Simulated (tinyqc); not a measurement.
# Electron mobility in a silicon inversion layer, empirical terms and Matthiessen rule: effects of single changes

Inversion layer of sheet density Ns on a uniformly doped body, under a high-permittivity gate with an interlayer. The mobility terms are empirical power laws with prefactors chosen for the exercise; adding their inverses (Matthiessen) is itself an approximation.

Parameters, values chosen for the exercise; material values close to those of silicon:
- T = 350 K (temperature)
- Eg = 1.12 eV (band gap)
- eps_r = 11.8 (relative permittivity of the semiconductor)
- Nc = 3.53e19 cm^-3 (conduction-band density of states at T)
- Nv = 3.3e19 cm^-3 (valence-band density of states at T)
- Nb = 2.3e17 cm^-3 (body doping)
- Vsb = 0 V (reverse body bias)
- eta = 0.5 (weight of the inversion charge in the effective field)
- Ap = 380 cm^2/(V s) (phonon-limited mobility at 1 MV/cm and 300 K)
- As = 1010 cm^2/(V s) (roughness-limited mobility at 1 MV/cm)
- gs = 2 (exponent of the roughness term)
- Ac = 1900 cm^2/(V s) (Coulomb prefactor)
- Nit = 1.1e12 cm^-2 (charge at the interface)
- Ar = 390 cm^2/(V s) (remote-phonon mobility without interlayer)
- ti = 1.1 nm (interlayer thickness)
- lr = 0.9 nm (decay length of remote phonons)
- Ns = 5.9e11 cm^-2 (inversion density)

Constants: q = 1.602176634e-19 C, kB = 1.380649e-23 J/K, Vt = kB T/q, eps0 = 8.8541878128e-14 F/cm where lengths are in cm. Results are converted to the units shown.

Each table varies one quantity; the others keep the values above.

## Effect of the inversion density

ni = sqrt(Nc Nv) exp(-Eg/(2 Vt)), Eg in volts; Ndep = sqrt(2 eps0 eps_r Nb (2 Vt ln(Nb/ni) + Vsb)/q); E = q (Ndep + eta Ns)/(eps0 eps_r), in MV/cm. With t = T/(300 K): muC = Ac (Ns/1e12 cm^-2) t/(Nb/1e17 cm^-3 + Nit/1e11 cm^-2), muP = Ap E^(-1/3) t^(-1.75), muS = As E^(-gs), muR = Ar exp(2 ti/lr)/t; 1/mu is the sum of the inverses.

The same in every row: muR (cm^2/(V s)) = 3852.4.

Results:
```
Ns (cm^-2)	E (MV/cm)	muC (cm^2/(V s))	muP (cm^2/(V s))	muS (cm^2/(V s))	mu (cm^2/(V s))
2e11	0.25561	33.333	457.20	15459	30.758
3.6e11	0.26787	60.000	450.11	14075	52.032
6.3e11	0.28858	105.00	439.08	12128	82.350
2e12	0.39362	333.33	395.91	6518.8	168.38
3.6e12	0.51630	600.00	361.68	3789.0	201.81
6.3e12	0.72332	1050.0	323.23	1930.5	207.31
1.1e13	1.0837	1833.3	282.48	860.03	181.56
2e13	1.7738	3333.3	239.70	321.02	127.44
```

Estimate the missing row, Ns = 1.1e12 cm^-2.

Computed row:
```
Ns (cm^-2)	E (MV/cm)	muC (cm^2/(V s))	muP (cm^2/(V s))	muS (cm^2/(V s))	mu (cm^2/(V s))
1.1e12	0.32461	183.33	422.19	9584.9	122.14
```

With this row back in the table: As Ns goes from 2e11 to 2e13 cm^-2, E rises from 0.256 to 1.77 MV/cm and mu goes from 30.8 through a maximum of 207 (at Ns = 6.3e12 cm^-2 among the rows listed) to 127 cm^2/(V s). The smallest term is the Coulomb one in the first row and the phonon one in the last. Screening lifts the Coulomb term as Ns grows while the field presses the carriers to the interface, hence the maximum. At Ns = 2e13 cm^-2 E passes 1.5 MV/cm, beyond the usual range of such laws.

## Effect of the reverse body bias

Same model as above.

The same in every row: muC (cm^2/(V s)) = 98.33; muR (cm^2/(V s)) = 3852.

Results:
```
Vsb (V)	E (MV/cm)	muP (cm^2/(V s))	muS (cm^2/(V s))	mu (cm^2/(V s))
0	0.2855	440.6	1.239e4	78.25
0.4	0.3384	416.4	8820	77.25
0.8	0.3831	399.5	6881	76.47
1.2	0.4226	386.7	5656	75.80
1.6	0.4583	376.3	4809	75.22
2.4	0.5217	360.4	3711	74.22
```

Estimate the missing row, Vsb = 2 V.

Computed row:
```
Vsb (V)	E (MV/cm)	muP (cm^2/(V s))	muS (cm^2/(V s))	mu (cm^2/(V s))
2	0.4911	367.8	4187	74.70
```

With this row back in the table: As Vsb goes from 0 to 2.4 V, E rises from 0.286 to 0.522 MV/cm and mu falls from 78.3 to 74.2 cm^2/(V s). The Coulomb term is the smallest in the first and the last row.

## Universality: two dopings at the same effective field

Same model as above.

For each E, Ns is chosen to give that field on bodies with Nb = 3e16 and 2.3e17 cm^-3; the last column leaves out muC.

Universality: two dopings at the same effective field:
```
E (MV/cm)	Ns, light body (cm^-2)	mu, light (cm^2/(V s))	Ns, heavy body (cm^-2)	mu, heavy (cm^2/(V s))	without muC (cm^2/(V s))
0.255	2.282e12	210.8	1.921e11	29.63	398.5
0.325	3.195e12	231.0	1.105e12	122.5	365.8
0.414	4.356e12	239.9	2.266e12	177.1	333.6
0.529	5.856e12	238.4	3.766e12	203.4	300.8
0.674	7.747e12	227.8	5.657e12	208.7	268.0
0.86	1.017e13	209.6	8.083e12	199.5	234.2
1.1	1.330e13	185.2	1.121e13	180.2	199.4
1.4	1.722e13	157.4	1.513e13	155.0	165.1
```

Read the table: what changes, and by how much?

The heavily doped body has 0.141 of the mobility of the light one in the first row and 0.984 in the last; there they lie 6.1 % below and 4.7 % below the curve without Coulomb scattering, which depends on E alone. The heavy body leaves that curve at low E because its field comes mostly from depletion charge and few carriers screen.

Computed by the program tinyqc: `OMP_NUM_THREADS=1 python tinyqc.py 2510039 2510040 out.jsonl`, one thread of a shared Intel Xeon 2.30GHz, about 0.01 s for the whole run.
